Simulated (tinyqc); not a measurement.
# Threshold of a short bulk MOSFET: charge sharing, barrier lowering, narrow width, step by step

Numbers from tinyqc (`OMP_NUM_THREADS=1 python tinyqc.py 2002195 2002196 out.jsonl`; about 0.01 s on one thread of a shared Intel Xeon 2.30GHz). Printed values are rounded.

n-channel device on a p-type body, depletion approximation, full ionisation. Uniform doping N = Na. Vbi from Boltzmann statistics is rough for the degenerate source. Cox = eps0 eox/tox.

Parameters, values chosen for the exercise; band and dielectric values close to those of silicon:
- T = 300 K (temperature)
- Eg = 1.11 eV (band gap)
- eps_r = 11.9 (relative permittivity)
- Nc = 2.84e19 cm^-3 (conduction-band density of states at T)
- Nv = 2.65e19 cm^-3 (valence-band density of states at T)
- eox = 24.8 (relative permittivity of the gate insulator (close to zirconium oxide))
- tox = 12 nm (insulator thickness)
- Na = 5.1e16 cm^-3 (channel doping)
- Nsd = 1e20 cm^-3 (source and drain doping)
- Vfb = -0.94 V (flat-band voltage for the doping Na)
- xj = 74 nm (junction depth)
- Vbs = -1 V (body-source voltage)
- Vds = 0.5 V (drain-source voltage)
- W = 1800 nm (gate width)
- xw = 0 (shape factor of the fringing depletion at the width edges)
- L = 470 nm (channel length)

Constants: q = 1.602176634e-19 C, kB = 1.380649e-23 J/K, Vt = kB T/q, eps0 = 8.8541878128e-14 F/cm where lengths are in cm. Results are converted to the units shown.

## Long-channel threshold and scales

ni = sqrt(Nc Nv) exp(-Eg/(2 Vt)), Eg in volts; 2 pB = 2 Vt ln(N/ni); flat band Vfb - Vt ln(N/Na); Wd = sqrt(2 eps0 eps_r (2 pB - Vbs)/(q N)); body term q N Wd/Cox; long-channel VT0 = flat band + 2 pB + body term; Vbi = Vt ln(N Nsd/ni^2); scale length l = sqrt((eps_r/eox) tox Wd).

N = 5.1e16 cm^-3
2 pB = 0.7849009 V
flat band = -0.94 V
Wd = 214.5505 nm
body term = 0.09580563 V
VT0 = -0.05929343 V
Vbi = 0.9808875 V
l = 35.14820 nm

## Short-channel and narrow-width shifts

Charge sharing (trapezoid; it ignores Vds): F = (xj/L)(sqrt(1 + 2 Wd/xj) - 1), lowering = body term times F. Barrier lowering: th = exp(-L/(2 l)) + 2 exp(-L/l), lowering = th [2 (Vbi - 2 pB) + Vds], DIBL = th. Narrow width: rise = body term times xw Wd/W. VT by each model = VT0 - lowering + rise.

F = 0.2530839
lowering by charge sharing = 24.24686 mV
th = 0.001251413
lowering of the barrier = 1.116227 mV
DIBL = 1.251413 mV/V
narrow-width rise = 0 mV
VT, charge sharing = -0.08354029 V
VT, barrier lowering = -0.06040966 V

L is 13.4 scale lengths. The charge-sharing lowering is 21.7 times the barrier lowering; the first falls off as 1/L and the second exponentially. Both describe the same loss of gate control, so they are alternatives and are not added.
